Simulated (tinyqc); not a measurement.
## Ideality, resistance and saturation current from three points

Problem. Well above I0 a diode obeys V = n Vt ln(I/I0) + Rs I. Find n, Rs and I0.

Parameters, values chosen for the exercise:
- T = 300 K (temperature)

Constants: q = 1.602176634e-19 C, kB = 1.380649e-23 J/K, Vt = kB T/q. Results are converted to the units shown.

I (A): 0.00013  0.0014  0.016
V (V): 0.66596800  0.74760680  1.0041640

Solution. The equation is linear in a = n Vt, Rs and c = -a ln I0; three points give a 3 x 3 system.

n = 1.060
Rs = 13.00 ohm
I0 = 3.857e-15 A

Computed by the program tinyqc: `OMP_NUM_THREADS=1 python tinyqc.py 2640008 2640009 out.jsonl`, one thread of a shared Intel Xeon 2.30GHz, about 0.01 s for the whole run.
